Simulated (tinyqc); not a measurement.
Recursion (Haydock) method for the local density of states: bulk site of a cubic lattice: one step. Moments from the coefficients. Two cases, with inputs chosen for the exercise.

Task: For a1 = a2 = 0: mu1 = a0, mu2 = a0^2 + b1^2, mu3 = a0^3 + 2 a0 b1^2, mu4 = a0^4 + 3 a0^2 b1^2 + b1^4 + b1^2 b2^2.

One orbital a site at energy 0, hopping -t to the 6 nearest neighbours of a cubic lattice; the start u0 is a site in the bulk, with energy V. Recursion: a_n = <u_n|H|u_n>, b_(n+1) u_(n+1) = (H - a_n) u_n - b_n u_(n-1), b > 0. G(z) = 1/(z - a0 - b1^2/(z - a1 - b2^2/(...))), z = E + i eta. After n levels the tail is b_n^2 T with the square-root terminator T = (z - sqrt(z - 2b) sqrt(z + 2b))/(2 b^2), b = 3t so that the band edges lie at -/+ 6t.

Case 1.

Coefficients:
```
n,a_n (eV),b_(n+1) (eV),b_(n+1)^2/t^2
0,0.000000,2.3760051,6.000000
1,0.000000,2.9100000,9.000000
2,0.000000,2.9809860,9.444444
3,0.000000,2.8372385,8.555556
```

Case 2.

Coefficients:
```
n,a_n (eV),b_(n+1) (eV),b_(n+1)^2/t^2
0,0.000000,3.1598418,6.000000
1,0.000000,3.8700000,9.000000
2,0.000000,3.9644041,9.444444
3,0.000000,3.7732347,8.555556
4,0.000000,3.9333411,9.297021
5,0.000000,3.8484381,8.899992
```

Give: mu1 to mu4 (eV^n).

Result:

Case 1.

mu1 to mu4 (eV^n): 0.000  5.645  0.000  79.676

Case 2.

mu1 to mu4 (eV^n): 0.000  9.985  0.000  249.231

mu4/t^4 = 90 is the number of closed walks of four steps.

Computed by tinyqc, one run a case: `OMP_NUM_THREADS=1 python tinyqc.py N N+1 out.jsonl` with N = 1480619, 1480874; one thread of a shared Intel(R) Xeon(R) Processor @ 2.30GHz, about 0.1 s a run at most.
